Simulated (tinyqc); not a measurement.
# Inductance and parasitic capacitance from two readings

Problem. A loss-free coil L in parallel with C shows the apparent inductance L/(1 - w^2 L C), w = 2 pi f. Find L, C and the self-resonance 1/(2 pi sqrt(L C)).

apparent inductance at 6.8 and 12 GHz (nH): [1.7050241, 3.1611231]

Answer. The inverse of the reading is 1/L - w^2 C, a straight line in w^2.

L = 1.40 nH
C = 70.0 fF
self-resonance = 16.1 GHz

Numbers from tinyqc (`OMP_NUM_THREADS=1 python tinyqc.py 2302216 2302217 out.jsonl`; about 0.01 s on one thread of a shared Intel Xeon 2.30GHz).
